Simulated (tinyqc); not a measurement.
Doping from the body effect.

Inverse problem. The threshold of a long MOSFET, counted against the source, shifts by gamma (sqrt(2 phiF + Vsb) - sqrt(2 phiF)) with gamma = sqrt(2 eps0 eps_r q N)/Cox. Find 2 phiF, gamma and N from two shifts.

Inputs (values chosen for the exercise): relative permittivity eps_r = 16.2.

Constants: q = 1.602176634e-19 C, eps0 = 8.8541878128e-14 F/cm where lengths are in cm. Results are converted to the units shown.

|VT - VT(0)| at source-body biases 1.1 and 2 V (V): 0.11250951  0.17542393
Cox = 1.3340310 uF/cm^2

Answer. The ratio of the shifts depends on 2 phiF alone and rises steadily with it, so it fixes 2 phiF; either shift then gives gamma, and gamma gives N.

2 phiF = 0.4575 V
gamma = 0.1968 V^0.5
N = 1.500e17 cm^-3

Computed by the program tinyqc: `OMP_NUM_THREADS=1 python tinyqc.py 2060157 2060158 out.jsonl`, one thread of a shared Intel Xeon 2.30GHz, about 0.01 s for the whole run.
